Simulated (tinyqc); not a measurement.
What an interlayer buys: scattering of inversion-layer electrons by surface optical phonons of the gate insulator (remote phonon scattering). Computed by tinyqc, a small Python program. Command: `OMP_NUM_THREADS=1 python tinyqc.py 3112799 3112800 out.jsonl sophonon walk`. One thread of a shared host (Intel(R) Xeon(R) Processor @ 2.30GHz), about 0.01 s of CPU time with the checks.

One subband with the Fang-Howard envelope; insulator and channel are half-spaces, the gate is far away, and an interlayer only moves the polar surface away by t (its own modes and its permittivity contrast are left out).

Inputs (values chosen for the exercise, modelled on SiO2 on germanium):
```
quantity                                   value        unit
static constant of the insulator eps_0s     3.94           -
intermediate constant eps_i                 3.05           -
optical constant eps_inf                    2.46           -
hbar omega_TO1                              55.9         meV
hbar omega_TO2                               142         meV
constant of the channel eps_s               16.2           -
in-plane mass m                            0.121         m_0
valleys g_v                                    4           -
sheet density n                          6.4e+12      1/cm^2
mean distance of the electrons z0 = 3/b      2.9          nm
interlayer thickness t                         1          nm
temperature T                                300           K
mobility from other processes                630  cm^2/(V s)
```

Screening by the channel electrons: none.

Constants: k_B = 8.617333262e-05 eV/K; hbar^2/(2 m_0) = 3.80998212 eV angstrom^2; e^2/(4 pi eps_0) = 14.39964548 eV angstrom; hbar = 6.582119569e-16 eV s; e = 1.602176634e-19 C; m_0 = 9.1093837015e-31 kg.

Method:
- eps(w) = eps_inf + (eps_0s - eps_i) w1^2/(w1^2 - w^2) + (eps_i - eps_inf) w2^2/(w2^2 - w^2). Surface modes solve eps(w) + eps_s = 0, a quadratic in w^2; the strength of a mode is g = 2/(w d eps/dw).
- Occupation N = 1/(exp(hbar w/(k_B T)) - 1).
- Density of states D = g_v m/(pi hbar^2); eta = E_F/(k_B T) = ln(exp(n/(D k_B T)) - 1); screening wave number q_s = e^2 D/(2 eps_0 eps_avg) x 1/(1 + exp(-eta)), eps_avg = (eps_s + eps_inf)/2; b = 3/z0.
- For a mode of strength g, without the occupation factor, Area x |M(q)|^2 = e^2 hbar w g/(2 eps_0 q) x (b/(b + q))^6 exp(-2 q t).
- Approximate momentum relaxation rate, taking tau v alike in the initial and final states: 1/tau = (m/(2 pi hbar^3)) sum over modes and over absorption (N, E' = E + hbar w) and emission (N + 1, E' = E - hbar w > 0) of [(1 - f(E'))/(1 - f(E))] int_0^(2 pi) Area |M(q)|^2 (1 - cos theta) d theta, q^2 = k^2 + k'^2 - 2 k k' cos theta, f the Fermi function; 48 midpoints in theta from 0 to pi.
- mu = (e/m) int tau E f (1 - f) dE/(k_B T int f dE), by 300 midpoints from 0 to (max(eta, 0) + 14) k_B T; Matthiessen sum with the other processes.

hbar omega_SO (meV): 1 57.170, 2 144.246

strengths g: 1 0.00226853, 2 0.00166961

occupations N: 1 0.123018, 2 0.003788

b = 1.03448 1/nm

q_s = 1.38436 1/nm

eta = 0.876433

Against the interlayer thickness:
```
t (nm)  remote-phonon mobility (cm^2/(V s))  total (cm^2/(V s))
0.0                              2.1713e+05              628.18
0.3                              3.0895e+05              628.72
0.6                              4.3190e+05              629.08
1.0                              6.5747e+05              629.40
1.5                              1.0689e+06              629.63
2.0                              1.6732e+06              629.76
3.0                              3.7517e+06              629.89
```

What follows from these numbers?

1 nm of interlayer raises the remote-phonon mobility by a factor 3.03, as exp(2 q t) with an effective q of 0.55 per nm; between 2 and 3 nm the effective q is 0.40. The total goes from 628 to 629 over the first nanometre.

Extremes, crossings and ranges named in words are read from the listed rows.
